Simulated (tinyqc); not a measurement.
Inside a calculation. Method: Hueckel theory of the pi electrons with the omega technique, for the molecule O=c1cccccc1 (SMILES; centres numbered as the heavy atoms are written). One step of it, computed by the program tinyqc.

Question. Omega technique, round 2. h_r = h_r(0) + omega q_r, omega = 1, with q_r = z_r - P_rr; 0.3 of the old diagonal is kept.

Hueckel matrix in units of beta (H = alpha + beta A), order 1O, 2C, 3C, 4C, 5C, 6C, 7C, 8C:
$$\begin{pmatrix}
1.000000 & 1.000000 & 0.000000 & 0.000000 & 0.000000 & 0.000000 & 0.000000 & 0.000000 \\
1.000000 & 0.000000 & 1.000000 & 0.000000 & 0.000000 & 0.000000 & 0.000000 & 1.000000 \\
0.000000 & 1.000000 & 0.000000 & 1.000000 & 0.000000 & 0.000000 & 0.000000 & 0.000000 \\
0.000000 & 0.000000 & 1.000000 & 0.000000 & 1.000000 & 0.000000 & 0.000000 & 0.000000 \\
0.000000 & 0.000000 & 0.000000 & 1.000000 & 0.000000 & 1.000000 & 0.000000 & 0.000000 \\
0.000000 & 0.000000 & 0.000000 & 0.000000 & 1.000000 & 0.000000 & 1.000000 & 0.000000 \\
0.000000 & 0.000000 & 0.000000 & 0.000000 & 0.000000 & 1.000000 & 0.000000 & 1.000000 \\
0.000000 & 1.000000 & 0.000000 & 0.000000 & 0.000000 & 0.000000 & 1.000000 & 0.000000
\end{pmatrix}$$

charge and bond-order matrix P, order 1O, 2C, 3C, 4C, 5C, 6C, 7C, 8C:
$$\begin{pmatrix}
1.534982 & 0.664410 & -0.191982 & -0.253312 & 0.187491 & 0.187491 & -0.253312 & -0.191982 \\
0.664410 & 0.907470 & 0.494415 & 0.098833 & -0.144170 & -0.144170 & 0.098833 & 0.494415 \\
-0.191982 & 0.494415 & 0.926002 & 0.733591 & 0.080380 & -0.305809 & -0.134119 & 0.238952 \\
-0.253312 & 0.098833 & 0.733591 & 0.926686 & 0.573245 & 0.085508 & -0.169189 & -0.134119 \\
0.187491 & -0.144170 & 0.080380 & 0.573245 & 0.926087 & 0.709011 & 0.085508 & -0.305809 \\
0.187491 & -0.144170 & -0.305809 & 0.085508 & 0.709011 & 0.926087 & 0.573245 & 0.080380 \\
-0.253312 & 0.098833 & -0.134119 & -0.169189 & 0.085508 & 0.573245 & 0.926686 & 0.733591 \\
-0.191982 & 0.494415 & 0.238952 & -0.134119 & -0.305809 & 0.080380 & 0.733591 & 0.926002
\end{pmatrix}$$

Centres:
```
centre  z_r, pi electrons of the neutral centre         h
1O                                            1  1.000000
2C                                            1  0.000000
3C                                            1  0.000000
4C                                            1  0.000000
5C                                            1  0.000000
6C                                            1  0.000000
7C                                            1  0.000000
8C                                            1  0.000000
```

Give: matrix after round 2.

Answer.

matrix after round 2, order 1O, 2C, 3C, 4C, 5C, 6C, 7C, 8C:
$$\begin{pmatrix}
0.4712 & 1.0000 & 0.0000 & 0.0000 & 0.0000 & 0.0000 & 0.0000 & 0.0000 \\
1.0000 & 0.1005 & 1.0000 & 0.0000 & 0.0000 & 0.0000 & 0.0000 & 1.0000 \\
0.0000 & 1.0000 & 0.0673 & 1.0000 & 0.0000 & 0.0000 & 0.0000 & 0.0000 \\
0.0000 & 0.0000 & 1.0000 & 0.0747 & 1.0000 & 0.0000 & 0.0000 & 0.0000 \\
0.0000 & 0.0000 & 0.0000 & 1.0000 & 0.0721 & 1.0000 & 0.0000 & 0.0000 \\
0.0000 & 0.0000 & 0.0000 & 0.0000 & 1.0000 & 0.0721 & 1.0000 & 0.0000 \\
0.0000 & 0.0000 & 0.0000 & 0.0000 & 0.0000 & 1.0000 & 0.0747 & 1.0000 \\
0.0000 & 1.0000 & 0.0000 & 0.0000 & 0.0000 & 0.0000 & 1.0000 & 0.0673
\end{pmatrix}$$
